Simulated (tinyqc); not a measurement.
# Elastic trap-assisted tunnelling through a dielectric, step by step

tinyqc, about 0.03 s, one thread, Intel Xeon 2.30GHz (shared host): `OMP_NUM_THREADS=1 python tinyqc.py 2370040 2370041 out.jsonl` Printed values are rounded.

Emitter at x = 0 (Fermi level 0), collector at x = t (Fermi level -V), band edge U(x) = phi - F x, F = V/t. A trap at x has the energy E = U(x) - Et. With G(u) = (4/(3 F)) sqrt(mo/C) max(u, 0)^1.5, C = hbar^2/(2 m0): S1 = G(phi - E) - G(Et), S2 = G(Et) - G(phi - V - E), T1,2 = exp(-S1,2). The steady rate through one trap is nu T1 T2 (f1 - f2)/(T1 + T2), f1 = f(E), f2 = f(E + V), f(y) = 1/(1 + exp(y/Vt)); both contacts offer states at E.

Parameters, values chosen for the exercise; dielectric values close to those of silicon dioxide: temperature T = 300 K; barrier above the emitter Fermi level phi = 3.15 eV; tunnelling mass mo = 0.52 m0; thickness t = 5 nm; trap depth below the band edge of the dielectric Et = 2.33 eV; trap density Nt = 3e18 cm^-3; attempt frequency nu = 1e14 1/s; points of the grid n = 11; voltage V = 1.86 V; left end of the grid xa = 1.73 nm; right end of the grid xb = 2.79 nm.

Constants: q = 1.602176634e-19 C, kB = 1.380649e-23 J/K, hbar = 1.054571817e-34 J s, m0 = 9.1093837015e-31 kg, Vt = kB T/q, hbar^2/(2 m0) = 0.0380998212 eV nm^2. Results are converted to the units shown.

Range of the model: Phonon-assisted (inelastic) capture, chains of traps and a spread of trap depths are left out.

## Rate through a trap near the best position

n equally spaced x from xa to xb, where nearly all of the current flows; J = q Nt times the integral of the rate, by Simpson's rule.

```
point    x (nm)      E (eV)        S1        S2      f1 - f2   rate (1/s)
0      1.730000   0.1764400  20.80261  31.53458  0.001085093  0.002188585
1      1.836000   0.1370080  22.15764  30.70082  0.004968255   0.02306325
2      1.942000   0.0975760  23.52156  29.85269   0.02243575    0.2428346
3      2.048000   0.0581440  24.89433  28.99041   0.09542623     2.410609
4      2.154000   0.0187120  26.27587  28.11422    0.3265540     17.37770
5      2.260000  -0.0207200  27.66614  27.22433    0.6902921     40.56735
6      2.366000  -0.0601520  29.06509  26.32095    0.9110711     20.40231
7      2.472000  -0.0995840  30.47265  25.40428    0.9792061     5.676043
8      2.578000  -0.1390160  31.88878  24.47452    0.9954013     1.408042
9      2.684000  -0.1784480  33.31342  23.53183    0.9989959    0.3401757
10     2.790000  -0.2178800  34.74653  22.57640    0.9997814   0.08122247
```

J = 4.670585e-7 A/cm^2

A converged quadrature gives 4.507e-7 A/cm^2; this grid is 3.6 % above that. The rate peaks at x = 2.26 nm; traps sink below the emitter Fermi level beyond x = 2.20 nm.

## The best-placed trap against direct tunnelling

xs = 2.26 nm

At x = xs: E, S1, S2 and the occupation (T1 f1 + T2 f2)/(T1 + T2). Direct tunnelling at E = 0 has S = (4/(3 F)) sqrt(mo/C) [phi^1.5 - max(phi - V, 0)^1.5].

E = -0.02072000 eV
S1 = 27.66614
S2 = 27.22433
occupation = 0.2701171
S of direct tunnelling = 54.62815

The harder of the two steps has S = 27.7, 50.6 % of the direct exponent: the trap splits one long tunnelling path into two short ones.
